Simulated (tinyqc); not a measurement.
What each parameter does: interface roughness in a thin film (subband fluctuation and scattering).

Square well of width t, barriers V0, c = hbar^2/2m0: E1 solves k t + 2 atan[(k/mz)/(kappa/mb)] = pi, k = sqrt(mz E/c), kappa = sqrt(mb (V0 - E)/c). One interface is rough, so the subband edge fluctuates by G dt with G = |dE1/dt| (central difference of 0.01 angstrom; 2 E1/t for hard walls).

Gaussian roughness spectrum S(q) = pi D^2 Lc^2 exp(-q^2 Lc^2/4). Degenerate gas, taken to fill one subband (the second starts to fill once c kF^2/md exceeds E2 - E1, which is not tested here): kF = sqrt(2 pi Ns/gv), q = 2 kF sin(theta/2), 1/tau = (md/(2 pi c hbar)) G^2 times the integral from 0 to pi of S(q)(1 - cos theta)/eps(q)^2 dtheta, eps(q) = 1 + qs/q with screening (qs = gv md q0/(c eps), q0 = e^2/(4 pi eps0), form factors left out, which overstates the screening; other scattering is left out too, so these values lie far above measured mobilities in all but the thinnest films) or 1 without; mobility = tau c2/md with c2 = e/m0 = 1.75882e15 cm^2/(V s^2); 1e12/cm^2 = 1e-4/angstrom^2.

Constants: hbar^2/2m0 = 3.80998211 eV angstrom^2; hbar = 6.58211957e-16 eV s; e^2/(4 pi eps0) = 14.39964547 eV angstrom.

Parameters, chosen for this exercise (near those of a thin Si channel on (100), two-fold valleys; shifted at random, so the results belong to these values and not to a real crystal): t = 22 angstrom (film thickness); mz = 0.91 m0 (confinement mass); V0 = 3.1 eV (barrier); mb = 0.46 m0 (barrier mass); md = 0.186 m0 (mass in the plane); gv = 2 (valleys); D = 3.7 angstrom (rms height of the roughness); Lc = 46 angstrom (correlation length); Ns = 0.82 x 1e12/cm^2 (sheet density); eps = 7.8 (mean dielectric constant at the channel).

G, G D, and the screened mobility.

One parameter was then changed.

Results before and after:

| case | G (meV/angstrom) | G D (meV) | mobility (cm^2/(V s)) |
|---|---|---|---|
| base | 6.228 | 23.04 | 6382 |
| changed | 5.969 | 22.09 | 6948 |

Which of these changes was made? (a) Ns = 1.31 x 1e12/cm^2; (b) eps = 9.4; (c) V0 = 2.17 eV; (d) t = 28 angstrom; (e) D = 4.81 angstrom; (f) mz = 1.046 m0; (g) Lc = 54 angstrom; (h) md = 0.214 m0.

Answer: (c) V0 = 2.17 eV. Of the candidates, run in turn, only this one gives the changed row.

All candidates:

| case | G (meV/angstrom) | G D (meV) | mobility (cm^2/(V s)) |
|---|---|---|---|
| base | 6.228 | 23.04 | 6382 |
| t = 28 angstrom | 3.165 | 11.71 | 2.471e+04 |
| D = 4.81 angstrom | 6.228 | 29.96 | 3776 |
| Lc = 54 angstrom | 6.228 | 23.04 | 5462 |
| Ns = 1.31 x 1e12/cm^2 | 6.228 | 23.04 | 5555 |
| mz = 1.046 m0 | 5.571 | 20.61 | 7975 |
| md = 0.214 m0 | 6.228 | 23.04 | 6157 |
| V0 = 2.17 eV | 5.969 | 22.09 | 6948 |
| eps = 9.4 | 6.228 | 23.04 | 4643 |

In the base case G D is 4.4 times EF - E1 = 5.3 meV: the fluctuation exceeds the Fermi energy, so the Born rate for a uniform gas is not to be trusted.

tinyqc: `OMP_NUM_THREADS=1 python tinyqc.py 1250117 1250118 out.jsonl`; about 0.01 s, one thread, shared Intel(R) Xeon(R) Processor @ 2.30GHz.
